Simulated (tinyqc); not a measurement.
Self-consistent Fermi level with native defects, at growth and after a quench. Changing the dopant density N_X. Computed by tinyqc, a small Python program. Command: `OMP_NUM_THREADS=1 python tinyqc.py 3017036 3017037 out.jsonl scfermi sweep`. One thread of a shared host (Intel(R) Xeon(R) Processor @ 2.30GHz), about 0.1 s of CPU time with the checks.

Energies are counted from the top of the valence band (VBM); when the gap shrinks with temperature the conduction band moves and the levels stay. The added dopant is taken as fully ionised. D and A draw on one reservoir with opposite signs, as the two vacancies of a compound do.

Inputs (values chosen for the exercise, with bands modelled on 4H-SiC):

| quantity | value | unit |
|---|---|---|
| gap E_g at 300 K | 3.19 | eV |
| slope -dE_g/dT above 300 K | 0.00026 | eV/K |
| electron mass m_e | 0.381 | m_0 |
| valleys M_c | 3 | - |
| hole mass m_h | 1.92 | m_0 |
| E_f of the neutral native donor D | 1.183 | eV |
| E_f of the neutral native acceptor A | 3.282 | eV |
| shift s of the chemical potential | 0.26 | eV |
| site density N_s | 3e+22 | cm^-3 |
| growth temperature T_g | 1460 | K |
| temperature of use T | 300 | K |

Added shallow dopant: donor.

levels of D above the VBM, most positive state first (eV): 1.94

levels of A above the VBM, (0/-1) first (eV): 1  1.42

Constants: m_0 = 9.1093837015e-31 kg; k_B = 1.380649e-23 J/K; h = 6.62607015e-34 J s; k_B = 8.617333262e-05 eV/K.

Method:
- E_f(D, 0) = input + s and E_f(A, 0) = input - s; E_f(q, E_F = 0) follows from the levels, eps(q/q-1) = E_f(q - 1) - E_f(q) at E_F = 0.
- E_g(T) = E_g - slope x max(0, T - 300 K).
- N_c = 2 M_c (2 pi m_e k_B T/h^2)^(3/2) and N_v = 2 (2 pi m_h k_B T/h^2)^(3/2), masses in units of m_0.
- At growth T = T_g.
- n = N_c F_1/2((E_F - E_g)/k_B T), p = N_v F_1/2(-E_F/k_B T).
- F_1/2(eta) = (2/sqrt(pi)) int_0^infinity sqrt(x)/(1 + exp(x - eta)) dx, by the trapezoid rule in t = sqrt(x) with step 0.02 up to t = 12 (for eta < -12 by exp(eta) - exp(2 eta)/2^(3/2)).
- In equilibrium c_q = N_s exp(-(E_f(q, 0) + q E_F)/k_B T).
- Net charge = p - n + sum q c_q + N_X; the log ratio is ln(positive charge/negative charge).
- E_F is the root of the log ratio, by 50 bisections between -0.5 eV and E_g + 0.5 eV.
- After a quench the totals of D and A stay as grown, and each is shared among its charge states with weights exp(-(E_f(q, 0) + q E_F)/k_B T).

One run for each value:

| dopant density N_X (cm^-3) | E_F at growth (eV) | total D (cm^-3) | total A (cm^-3) | E_F after the quench (eV) | n after the quench (cm^-3) | p after the quench (cm^-3) |
|---|---|---|---|---|---|---|
| 1.00e+15 | 1.9355 | 6.3817e+17 | 1.1513e+17 | 1.9550 | 3.1646e-02 | 9.6083e-14 |
| 4.00e+15 | 1.9359 | 6.3706e+17 | 1.1591e+17 | 1.9551 | 3.1871e-02 | 9.5405e-14 |
| 2.00e+16 | 1.9382 | 6.3127e+17 | 1.2014e+17 | 1.9561 | 3.3104e-02 | 9.1852e-14 |
| 7.00e+16 | 1.9451 | 6.1434e+17 | 1.3392e+17 | 1.9592 | 3.7352e-02 | 8.1404e-14 |
| 3.00e+17 | 1.9726 | 5.5523e+17 | 2.0674e+17 | 1.9751 | 6.9071e-02 | 4.4022e-14 |
| 1.00e+18 | 2.0259 | 4.7160e+17 | 4.8095e+17 | 3.0313 | 3.8098e+16 | 7.9751e-32 |
| 4.00e+18 | 2.1109 | 3.9393e+17 | 1.8475e+18 | 3.0852 | 3.0498e+17 | 9.9094e-33 |
| 2.00e+19 | 2.2145 | 3.4870e+17 | 9.5786e+18 | 3.1117 | 8.4281e+17 | 3.5475e-33 |
| 7.00e+19 | 2.2946 | 3.3205e+17 | 3.4181e+19 | 3.1293 | 1.6384e+18 | 1.7962e-33 |
| 3.00e+20 | 2.3869 | 3.2233e+17 | 1.4828e+20 | 3.1493 | 3.4315e+18 | 8.2755e-34 |

Over the rows, E_F at growth (eV) rises from 1.94 to 2.39 (exponent d ln y / d ln x 1.6e-4 between the first rows and 0.027 between the last); total D (cm^-3) falls from 6.38e17 to 3.22e17 (exponent d ln y / d ln x -0.0013 between the first rows and -0.020 between the last); total A (cm^-3) rises from 1.15e17 to 1.48e20 (exponent d ln y / d ln x 0.0049 between the first rows and 1.0 between the last). At the high end the exponent of total A is 1.01, close to 1: native acceptors form in proportion to the added donors. The density of carriers of the sign that the dopant should give, relative to N_X, goes after the quench from 3.2e-15 % to 1.1 %. Doping moves E_F at growth, which lowers E_f of the compensating defect by its charge times the shift.

Caution (rows 7.00e19, 3.00e20): above about 2e19 cm^-3 defects interact, pair and form bands, which the dilute model leaves out.
